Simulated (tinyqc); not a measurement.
Heavy doping: band filling, gap narrowing, band tails and the effective intrinsic density: one step, computed by the program tinyqc.

An n-type crystal above its Mott density, with all dopants ionised: n = N_D - N_A, ionised centres N_I = N_D + N_A. Valleys are taken as spherical with mass m_e.

Question. What optics and devices see. n = M_c (1/(2 pi^2)) (m_e/(hbar^2/2m_0))^(3/2) int sqrt(E) f dE, f = 1/(1 + exp((E - E_F)/k_B T)); trapezoid rule in t = sqrt(E/k_B T), step 0.02 up to 12; E_F by bisection from the band edge. n p/n_i^2 = exp(narrowing/k_B T) x (n/N) exp(-E_F/k_B T), N being the limit of n exp(-E_F/k_B T) far below the edge (taken at E_F = -12 k_B T); apparent narrowing = k_B T ln(n p/n_i^2).

Inputs (values chosen for the exercise, modelled on silicon):
```
quantity,value,unit
electron mass m_e,0.318,m_0
valleys M_c,6,-
hole mass m_h,0.818,m_0
temperature T,300,K
```

Conduction band: parabolic.

n = 1.80e+20 cm^-3

E_F above the band edge = 105.2333 meV

gap narrowing = 152.0653 meV

Constants: k_B = 8.617333262e-05 eV/K; hbar^2/(2 m_0) = 3.80998212 eV angstrom^2.

Give: apparent narrowing; log10(n p/n_i^2).

Answer.

apparent narrowing = 95.88 meV

log10(n p/n_i^2) = 1.611

Degeneracy takes back 56.2 meV of the 152.1 meV of narrowing, and the minority density stays above its ideal value n_i^2/n. Caution: the screening length is well below a*, where static Thomas-Fermi screening overstates the Coulomb hole.
